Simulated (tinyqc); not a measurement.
From conductivity sigma back to mobility parameter mu_300: single-band model of a thermoelectric material. Computed by tinyqc, a small Python program. Command: `OMP_NUM_THREADS=1 python tinyqc.py 3004617 3004618 out.jsonl thermo inv`. One thread of a shared host (Intel(R) Xeon(R) Processor @ 2.30GHz), about 0.04 s of CPU time with the checks.

One spherical band, one scattering law, no minority carriers and no phonon drag. In a real material minority carriers limit |S| to about E_g/(2 e T), so larger values are formal. eta = E_F/(k_B T) is counted from the band edge; f = 1/(1 + exp(x - eta)).

Inputs (values chosen for the exercise, for a model material):

| quantity | value | unit |
|---|---|---|
| density-of-states mass m | 0.26 | m_0 |
| temperature exponent p | 0.5 | - |
| lattice thermal conductivity kappa_L | 0.87 | W/(m K) |
| carrier density n | 4.1e+18 | 1/cm^3 |
| temperature T | 630 | K |

Band: parabolic. Scattering: polar optical (high temperature), r = 0.5.

Constants: m_0 = 9.1093837015e-31 kg; k_B = 1.380649e-23 J/K; hbar = 1.054571817e-34 J s; k_B = 8.617333262e-05 eV/K; e = 1.602176634e-19 C.

Method:
- With x = E/(k_B T), a = alpha k_B T (0 for a parabolic band), G = x (1 + a x), D = 1 + 2 a x and <y> = int y f (1 - f) dx, f = 1/(1 + exp(x - eta)): tau = tau_0 G^r/D; transport function s = G^(3/2 + r)/D^2; n = N_0 <G^(3/2)> with N_0 = (2 m k_B T)^(3/2)/(3 pi^2 hbar^3).
- Integrals over x = E/(k_B T) use 160 Gauss-Legendre points in u = sqrt(x) from 0 to sqrt(max(eta, 0) + 32).
- Solve for eta.
- sigma = e mu_0 N_0 <s> with mu_0 = e tau_0/m = mu_300 (T/300 K)^(-p); |S| = (k_B/e)(<x s>/<s> - eta); Lorenz number L = (k_B/e)^2 (<x^2 s>/<s> - (<x s>/<s>)^2); kappa_e = L sigma T; zT = S^2 sigma T/(kappa_L + kappa_e).
- Hall factor r_H = <G^(3/2)> <G^(3/2 + 2r)/D^4>/<s>^2; drift mobility sigma/(n e) with n = N_0 <G^(3/2)>; power factor S^2 sigma.

Problem. A run gave the result below. Find the mobility parameter mu_300, known to lie between 380 and 760 cm^2/(V s).

conductivity sigma = 405.5392 S/cm

Solution.

Each step takes the trial c = (a f_b - b f_a)/(f_b - f_a), f being the result less the target and a, b, c the logarithms of the listed values; c replaces end b, the old b replaces a if the sign of f changed, and otherwise f_a is halved.

Scan of the range:

| mobility parameter mu_300 (cm^2/(V s)) | conductivity sigma (S/cm) |
|---|---|
| 380 | 269.697 |
| 427 | 303.054 |
| 479 | 339.960 |
| 537 | 381.124 |
| 603 | 427.967 |
| 677 | 480.487 |
| 760 | 539.394 |

False position (Illinois rule, in the logarithm of the input) inside the bracket:

| step | end a | end b | trial | conductivity sigma (S/cm) |
|---|---|---|---|---|
| 1 | 537.000 | 603.000 | 570.445 | 404.861 |
| 2 | 603.000 | 570.445 | 571.375 | 405.521 |
| 3 | 603.000 | 571.375 | 571.424 | 405.556 |
| 4 | 571.375 | 571.424 | 571.400 | 405.539 |

Conductivity sigma rises at every point of a 13-point scan of the range (every second point is shown), so one value fits; it is bracketed by 537 and 603. The scan shows a pure power law with exponent 1.0000, so scaling from any one row also gives the answer directly. Answer: mobility parameter mu_300 = 571.4 cm^2/(V s).
